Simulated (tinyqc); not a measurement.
Valley-orbit splitting of a donor ground state, with strain: one step, computed by the program tinyqc.

The basis is the 1s envelope in each valley; energies are counted from the unstrained conduction-band edge. The strain is e_s (a a^T - 1/3) for the unit stress axis a, so valley j along n_j moves by Xi_u e_s w_j with w_j = (n_j.a)^2 - 1/3: +1/3 for [111] and [-1-11], -1/3 for the others.

Problem. Populations and ionisation. H_jj = -(E_0 + Lambda) + Xi_u e_s w_j; H_jk = -Delta_1 between any two valleys. z = sum over levels of exp(-(E - E_ground)/k_B T), the ground-state share being 1/z; N_c = 2 (2 pi m_e k_B T/h^2)^(3/2) sum_j exp(-(shift_j - lowest shift)/k_B T); n1 = N_c/(2 z) exp(-binding/k_B T), binding = lowest shift - E_ground; without compensation n = 2 N_D/(1 + sqrt(1 + 4 N_D/n1)) (Boltzmann statistics; p and higher states left out).

Inputs (values chosen for the exercise, modelled on donors in germanium): single-valley binding energy E_0 = 9.84 meV; central-cell shift Lambda = 0.57 meV; coupling Delta_1 = 1.1 meV; shear deformation potential Xi_u = 16.7 eV; shear strain e_s = 4.4e-05; temperature T = 300 K; donor density N_D = 2e+15 cm^-3; density-of-states mass of one valley m_e = 0.226 m_0.

Valleys: four along <111>. Stress axis: [110].

Constants: k_B = 8.617333262e-05 eV/K; m_0 = 9.1093837015e-31 kg; k_B = 1.380649e-23 J/K; h = 6.62607015e-34 J s.

Give: partition sum z; share of neutral donors in the ground state; N_c; n1; free electrons n.

Solution.

partition sum z = 3.5288

share of neutral donors in the ground state = 0.28338

N_c = 1.0683e+19 cm^-3

n1 = 8.9869e+17 cm^-3

free electrons n = 1.9956e+15 cm^-3

Caution: k_B T exceeds a third of E_0, so the p and higher states, left out, hold part of the bound electrons.
